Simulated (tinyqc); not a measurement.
# Threshold-voltage variability of a planar MOSFET, analytic estimates, step by step

tinyqc, about 0.01 s, one thread, Intel Xeon 2.30GHz (shared host): `OMP_NUM_THREADS=1 python tinyqc.py 2090035 2090036 out.jsonl` Printed values are rounded.

Three independent sources add in quadrature: random dopants in the depleted layer, metal-gate grains of two orientations, and roughness of the two gate edges acting through the roll-off VT = VT(long) - Vr exp(-L/l). These are first-order estimates: no three-dimensional electrostatics, no percolation.

Parameters, values chosen for the exercise; material values close to those of silicon:
```
symbol,value,unit,meaning
T,293,K,temperature
Eg,1.14,eV,band gap
eps_r,11.6,,relative permittivity of the semiconductor
Nc,2.74e19,cm^-3,conduction-band density of states at T
Nv,2.52e19,cm^-3,valence-band density of states at T
Na,2.3e18,cm^-3,channel doping
ti,1.9,nm,oxide-equivalent thickness in inversion
L,25,nm,gate length
W,120,nm,gate width
G,10,nm,metal grain size
dW,0.2,eV,work-function difference of the two grain orientations
p,0.3,,share of the orientation of higher work function
De,1.6,nm,rms roughness of one gate edge
La,20,nm,correlation length of the roughness
l,5.1,nm,decay length of the threshold roll-off
Vr,2.2,V,prefactor of the roll-off
n,1.29,,subthreshold factor
gI,20,1/V,gm/I of a matched pair
sb,1.2,%,spread of the gain factor of one device
Nb,8388608,,number of cells
Y,0.999,,wanted yield
```

Constants: q = 1.602176634e-19 C, kB = 1.380649e-23 J/K, Vt = kB T/q, eps0 = 8.8541878128e-14 F/cm where lengths are in cm. Results are converted to the units shown.

Range of the model: gI s exceeds 0.2, so the linear formula for the current mismatch is only a rough guide.

## Random dopants

ni = sqrt(Nc Nv) exp(-Eg/(2 Vt)), Eg in volts; Cox = 3.9 eps0/ti; Wd = sqrt(4 eps0 eps_r Vt ln(Na/ni)/(q Na)); dopants: s1 = (q/Cox) sqrt(Na Wd/(3 L W)). The slope A1 = s1 sqrt(L W); mean number of dopants Na L W Wd.

Cox = 1.81744 uF/cm^2
Wd = 23.8100 nm
mean number of dopants = 164.289
A1 = 1.19106 mV um
s1 = 21.7457 mV

Counting alone, 1/sqrt(N) of the depletion voltage q Na Wd/Cox = 483 mV, would give sqrt(3) times more: dopants deep in the layer act less on the surface.

## Metal grains and edge roughness

Grains: Ng = L W/G^2 (at least 1), s2 = dW sqrt(p (1 - p)/Ng). Edges, with exponential correlation and u = W/La: the mean gate length has sL^2 = 2 De^2 (2/u)[1 - (1 - exp(-u))/u]; s3 = sL (Vr/l) exp(-L/l).

Ng = 30
s2 = 16.7332 mV
sL = 1.19287 nm
dVT/dL = 3.20596 mV/nm
s3 = 3.82428 mV

## Total spread, mismatch and leakage

s = sqrt(s1^2 + s2^2 + s3^2). For a pair: s(dVT) = sqrt(2) s; current mismatch sqrt(2) sqrt((gI s)^2 + sb^2); input offset = current mismatch/gI. For a Gaussian VT the off current is log-normal with mean/median = exp(s^2/(2 (n Vt)^2)).

s = 27.7038 mV
s(dVT) = 39.1791 mV
current mismatch = 78.3765 %
input offset = 39.1883 mV
mean/median of Ioff = 1.43582

The dopants give 61.6 % of the variance; without them s would be 17.2 mV. A current mismatch this large is beyond the linear estimate.

## Iteration 1: margin in standard deviations for the wanted yield

k at the start = 2

Cells fail independently with probability Q(k) = erfc(k/sqrt(2))/2 when the margin is k standard deviations, and Y = exp(-Nb Q(k)). phi = exp(-k^2/2)/sqrt(2 pi). Newton steps on ln Q(k) = ln(-ln(Y)/Nb): k(new) = k + [ln Q - ln(-ln(Y)/Nb)] Q/phi.

Q(k) = 0.0227501
phi = 0.0539910
k after iteration 1 = 10.0340

## Iteration 2: margin in standard deviations for the wanted yield

As before.

Q(k) = 5.40146e-24
phi = 5.47264e-23
k after iteration 2 = 7.00141

## Course of the iteration: margin in standard deviations for the wanted yield

Stop when k changes by less than 1e-9, or after 30 iterations.

Course of the iteration:
```
iteration        k  |change|
1          10.0340      8.03
2          7.00141      3.03
3          6.36480     0.637
4          6.33429    0.0305
5          6.33422   7.02e-5
6          6.33422  3.71e-10
```

Converged in 6 iterations. At the end the number of correct digits about doubles with each step. With s(dVT) = 39.2 mV, 6.33 standard deviations are 248 mV.
